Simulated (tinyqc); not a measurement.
Interface roughness in a thin film (subband fluctuation and scattering): one step. Sensitivity of the level to thickness. Five cases, with inputs chosen for the exercise.

Question. Give E1, G, the hard-wall values and the rms fluctuation G D.

Square well of width t, barriers V0, c = hbar^2/2m0: E1 solves k t + 2 atan[(k/mz)/(kappa/mb)] = pi, k = sqrt(mz E/c), kappa = sqrt(mb (V0 - E)/c). One interface is rough, so the subband edge fluctuates by G dt with G = |dE1/dt| (central difference of 0.01 angstrom; 2 E1/t for hard walls).

Constants: hbar^2/2m0 = 3.80998211 eV angstrom^2.

Give: E1; G = |dE1/dt|; hard walls: E1 (meV) and G (meV/angstrom); G D.

Case 1.

Values chosen (near those of a thin InGaAs channel; the results hold for these values, not for the real material): t = 78 angstrom (film thickness); mz = 0.046 m0 (confinement mass); V0 = 2.08 eV (barrier); mb = 0.26 m0 (barrier mass); D = 3.8 angstrom (rms height of the roughness).

Answer.

E1 = 71.81 meV
G = |dE1/dt| = 1.3768 meV/angstrom

hard walls: E1 (meV) and G (meV/angstrom): 134.362  3.445

G D = 5.23 meV

Hard walls overstate G by a factor 2.50, and the scattering rate, which goes as G^2, by 6.26.

Case 2.

Values chosen (near those of a thin GaN channel; the results hold for these values, not for the real material): t = 42 angstrom (film thickness); mz = 0.205 m0 (confinement mass); V0 = 1.91 eV (barrier); mb = 0.32 m0 (barrier mass); D = 2.4 angstrom (rms height of the roughness).

Answer.

E1 = 73.99 meV
G = |dE1/dt| = 2.9728 meV/angstrom

hard walls: E1 (meV) and G (meV/angstrom): 103.985  4.952

G D = 7.13 meV

Hard walls overstate G by a factor 1.67, and the scattering rate, which goes as G^2, by 2.77.

Case 3.

Values chosen (near those of a thin Si channel on (100), two-fold valleys; the results hold for these values, not for the real material): t = 38 angstrom (film thickness); mz = 0.917 m0 (confinement mass); V0 = 3.24 eV (barrier); mb = 0.52 m0 (barrier mass); D = 2.4 angstrom (rms height of the roughness).

Answer.

E1 = 26.01 meV
G = |dE1/dt| = 1.3095 meV/angstrom

hard walls: E1 (meV) and G (meV/angstrom): 28.398  1.495

G D = 3.14 meV

Hard walls overstate G by a factor 1.14, and the scattering rate, which goes as G^2, by 1.30.

Case 4.

Values chosen (near those of a thin Si channel on (100), two-fold valleys; the results hold for these values, not for the real material): t = 22 angstrom (film thickness); mz = 0.943 m0 (confinement mass); V0 = 3.01 eV (barrier); mb = 0.46 m0 (barrier mass); D = 1.2 angstrom (rms height of the roughness).

Answer.

E1 = 71.41 meV
G = |dE1/dt| = 6.0364 meV/angstrom

hard walls: E1 (meV) and G (meV/angstrom): 82.388  7.490

G D = 7.24 meV

Hard walls overstate G by a factor 1.24, and the scattering rate, which goes as G^2, by 1.54.

Case 5.

Values chosen (near those of a thin Ge channel on (111), one valley; the results hold for these values, not for the real material): t = 24 angstrom (film thickness); mz = 1.608 m0 (confinement mass); V0 = 2.16 eV (barrier); mb = 0.31 m0 (barrier mass); D = 1.7 angstrom (rms height of the roughness).

Answer.

E1 = 37.64 meV
G = |dE1/dt| = 3.0180 meV/angstrom

hard walls: E1 (meV) and G (meV/angstrom): 40.599  3.383

G D = 5.13 meV

Hard walls overstate G by a factor 1.12, and the scattering rate, which goes as G^2, by 1.26.

Computed by tinyqc, one run a case: `OMP_NUM_THREADS=1 python tinyqc.py N N+1 out.jsonl` with N = 1251781, 1251913, 1252178, 1252298, 1252547; one thread of a shared Intel(R) Xeon(R) Processor @ 2.30GHz, about 0.01 s a run at most.
